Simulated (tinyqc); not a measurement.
Two-junction solar cell, detailed-balance limit: one step of the calculation.

The top cell takes all photons above E1, the bottom cell those between E2 and E1. Each cell follows J = Jsc - J0 (exp(V/Vt) - 1) with J0 = q ge Phi(gap, T)/ERE; light emitted by one cell and absorbed by the other is left out. In series both carry one current; wired apart (four terminals) each works at its own maximum power point. Efficiencies are counted against Pin = fs X sigma Ts^4.

Question. Photocurrents and dark currents. Photon flux above E from a black body at temperature T into a hemisphere: Phi(E, T) = A sum_k exp(-k E/th)[E^2 th/k + 2 E th^2/k^2 + 2 th^3/k^3], k = 1, 2, ..., with th = kB T/q in eV and A = 2 pi q^3/(h^3 c^2). J1 = q fs X Phi(E1, Ts), J2 = q fs X [Phi(E2, Ts) - Phi(E1, Ts)], J01 and J02 as above; sigma = 2 pi^5 kB^4/(15 h^3 c^2).

Values chosen for this exercise:
- T = 320 K (cell temperature)
- Ts = 5500 K (temperature of the black-body sun)
- fs = 2.16e-5 (share of the hemisphere filled by the sun)
- X = 1 (concentration)
- ERE = 0.3 (external radiative efficiency)
- ge = 2 (number of faces that emit)
- E2 = 1.19 eV (gap of the bottom cell)
- E1 = 1.91 eV (gap of the top cell)

Constants: q = 1.602176634e-19 C, kB = 1.380649e-23 J/K, h = 6.62607015e-34 J s, c = 299792458 m/s. Results are converted to the units shown.

Find: J1; J2; J01; J02; Pin.

Answer.

J1 = 17.14 mA/cm^2
J2 = 23.43 mA/cm^2
J01 = 9.067e-24 mA/cm^2
J02 = 7.827e-13 mA/cm^2
Pin = 112.1 mW/cm^2

The top cell limits the series current; the other has 37 % more.

Program tinyqc, `OMP_NUM_THREADS=1 python tinyqc.py 2820027 2820028 out.jsonl`; Intel Xeon 2.30GHz, shared host, one thread, about 0.01 s.
